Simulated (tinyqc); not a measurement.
# Inputs raised by 10 %, one at a time

Model: thermal, flicker and telegraph noise of a field-effect transistor. Computed by tinyqc, a small Python program. Command: `OMP_NUM_THREADS=1 python tinyqc.py 3006524 3006525 out.jsonl noise sens`. One thread of a shared host (Intel(R) Xeon(R) Processor @ 2.30GHz), about 0.01 s of CPU time with the checks.

Strong inversion, threshold roll-off and channel-length modulation left out; noise sources are uncorrelated and are given as one-sided spectral densities.

Inputs (values chosen for the exercise, modelled on a silicon n-channel): width W = 9.7 micrometre; length L = 1100 nm; electrical oxide thickness t = 4.2 nm; mobility mu = 110 cm^2/(V s); saturation velocity v_s = 1.1 1e7 cm/s; overdrive V_ov = 0.44 V; thermal noise factor gamma = 0.667; oxide trap density N_t = 1.8e+17 1/(eV cm^3); oxide barrier phi = 3 eV; oxide mass m_ox = 0.22 m_0; Coulomb scattering coefficient alpha_sc = 31000 V s/C; frequency f = 200 Hz; temperature T = 300 K.

Operating region: saturation. Flicker model: number with correlated mobility.

Constants: eps_0 = 8.8541878128e-12 F/m; hbar = 1.054571817e-34 J s; m_0 = 9.1093837015e-31 kg; e = 1.602176634e-19 C; k_B = 8.617333262e-05 eV/K; k_B = 1.380649e-23 J/K.

Method:
- C_ox = 3.9 eps_0/t; V_c = 2 v_s L/mu; I = W C_ox v_s V_ov^2/(V_ov + V_c); g_m = W C_ox v_s V_ov (V_ov + 2 V_c)/(V_ov + V_c)^2; g_d0 = mu C_ox (W/L) V_ov.
- Tunnelling length lambda = hbar/(2 sqrt(2 m_ox phi)); flat-band noise S_Vfb = e^2 k_B T lambda N_t/(W L C_ox^2 f). S_I = g_m^2 S_Vfb (1 + alpha_sc mu C_ox I/g_m)^2.
- Thermal: S_I = 4 k_B T gamma g_d0; input-referred S_V = S_I/g_m^2; corner f_c where flicker equals thermal.
- Total input noise from 1 Hz to f_c: sqrt(S_V,thermal [f_c ln(f_c/1 Hz) + f_c - 1 Hz]).

Runs; columns: (1) input moved; (2) from; (3) to; (4) corner frequency f_c (Hz); (5) flicker S_I/I^2 (1/Hz); (6) input noise up to f_c (microvolt); (7) g_m (microsiemens):
```
(1)                                       (2)       (3)         (4)         (5)     (6)     (7)
base run                                    -         -  1.5681e+06  5.3077e-12  28.283  340.65
width W (micrometre)                      9.7     10.67  1.5681e+06  4.8252e-12  26.967  374.72
length L (nm)                            1100      1210  1.3020e+06  4.8304e-12  26.793  310.51
electrical oxide thickness t (nm)         4.2      4.62  1.6067e+06  5.9819e-12  30.049  309.68
overdrive V_ov (V)                       0.44     0.484  1.8505e+06  4.7243e-12  29.539  373.62
oxide trap density N_t (1/(eV cm^3))  1.8e+17  1.98e+17  1.7249e+06  5.8385e-12  29.756  340.65
temperature T (K)                         300       330  1.5681e+06  5.8385e-12  29.663  340.65
oxide barrier phi (eV)                      3       3.3  1.4951e+06  5.0607e-12  27.574  340.65
```

Exponents ln(y'/y) / ln(x'/x):
```
input                         corner frequency f_c  flicker S_I/I^2  input noise up to f_c     g_m
width W                                      0.000           -1.000                 -0.500   1.000
length L                                    -1.951           -0.989                 -0.568  -0.972
electrical oxide thickness t                 0.255            1.255                  0.636  -1.000
overdrive V_ov                               1.737           -1.222                  0.456   0.969
oxide trap density N_t                       1.000            1.000                  0.533   0.000
temperature T                                0.000            1.000                  0.500   0.000
oxide barrier phi                           -0.500           -0.500                 -0.266   0.000
```

Which inputs matter most for each result?

Among the inputs moved here: corner frequency f_c answers most in size to length L (exponent -1.951), next to overdrive V_ov (+1.737); its exponent is below 0.0005 for width W, temperature T. Its exponent 0.000 in width W: both noises scale as 1/W at the input. Its exponent -1.951 in length L: without velocity saturation the corner scales with L like f_T. flicker S_I/I^2 answers most in size to electrical oxide thickness t (exponent +1.255), next to overdrive V_ov (-1.222). Its exponent -0.989 in length L: area averaging. Its exponent +1.000 in oxide trap density N_t: independent traps. Input noise up to f_c answers most in size to electrical oxide thickness t (exponent +0.636), next to length L (-0.568). g_m answers most in size to width W (exponent +1.000), and about equally to electrical oxide thickness t (-1.000); its exponent is below 0.0005 for oxide trap density N_t, temperature T, oxide barrier phi.
